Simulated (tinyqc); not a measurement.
Zigzag graphene nanoribbon in tight binding, step by step. Values are carried at full precision from step to step, so a last printed digit may differ when a step is redone from the rounded ones.

A zigzag ribbon of N chains, sites A1, B1, A2, ..., BN across it. For each k it is a chain with bonds -2t cos(k/2) (A_n to B_n) and -t (B_n to A_(n+1)), and +D, -D on A and B. A1 and BN are the edge sites; the Dirac points project to k = 2 pi/3.

Parameters, chosen for this exercise (near those used for graphene; shifted at random, so the results belong to these values and not to a real crystal):

| symbol | value | unit | meaning |
|---|---|---|---|
| t | 2.74 | eV | hopping |
| N | 4 |  | zigzag chains |
| D | 0 | eV | sublattice potential, +D on A and -D on B |
| k | 2.47 |  | k times the period sqrt3 acc |
| acc | 1.42 | angstrom | bond length |

## The chain at this k

Form the k-dependent bond and the matrix.

2 cos(k/2) = 0.65904

H(k) (eV), lower triangle:
```
         A1       B1       A2       B2       A3       B3       A4  B4
A1        0
B1  -1.8058        0
A2        0  -2.7400        0
B2        0        0  -1.8058        0
A3        0        0        0  -2.7400        0
B3        0        0        0        0  -1.8058        0
A4        0        0        0        0        0  -2.7400        0
B4        0        0        0        0        0        0  -1.8058   0
```

An edge state of the finite ribbon needs 2 cos(k/2) < N/(N + 1) = 0.8000: it exists here.

## Levels and where the middle pair lives

Diagonalise H; average the weights of the two middle levels.

levels (eV): -4.2708  -3.4786  -2.2640  -0.3161  0.3161  2.2640  3.4786  4.2708

weights: A1 0.316, B1 0.010, A2 0.129, B2 0.045, A3 0.045, B3 0.129, A4 0.010, B4 0.316

The two edge sites hold 63.2 % of the middle pair, against 25.0 % for an even spread.

## The edge state from the half-plane solution

On a half plane the state lives on one sublattice with amplitudes (-x)^n, x = 2 cos(k/2): weight 1 - x^2 on the edge site, decay length -1.5 acc/ln x of the amplitude. The two edges mix to |E| = sqrt(D^2 + e^2), e about t x^N (1 - x^2).

edge weight = 0.5657
decay length = 5.108 angstrom
e = 0.2924 eV
|E| = 0.2924 eV

Diagonalising the chain of 8 sites gives |E| = 0.3161 eV; the estimate is -7.5 % from it, since it drops terms of order x^(2N).

## Checks

- Level at k = pi next to the edge pair against sqrt(t^2 + D^2): both 2.74000.

Computed by tinyqc, a small Python program: `OMP_NUM_THREADS=1 python tinyqc.py 1480885 1480886 out.jsonl` (the numbers bound the seed that draws the inputs); one thread of a shared host (Intel(R) Xeon(R) Processor @ 2.30GHz), about 0.01 s for the whole set of steps.
